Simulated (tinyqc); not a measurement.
Thickness from two neighbouring fringes.

Inverse problem. At normal incidence a transparent film with an index between those of air and substrate, taken as constant, has reflectance minima at 2 n1 d = (m + 1/2) lam (small phase shifts at the substrate neglected). Find d and the order m of the shorter wavelength.

Parameters, values chosen for the exercise: index of the transparent film n1 = 1.312.

wavelengths of two neighbouring reflectance minima (nm): [427, 492.69231]

Answer. Neighbouring orders differ by one: 2 n1 d (1/lam1 - 1/lam2) = 1.

d = 1220 nm
m = 7

tinyqc, about 0.3 s, one thread, Intel Xeon 2.30GHz (shared host): `OMP_NUM_THREADS=1 python tinyqc.py 2870208 2870209 out.jsonl`
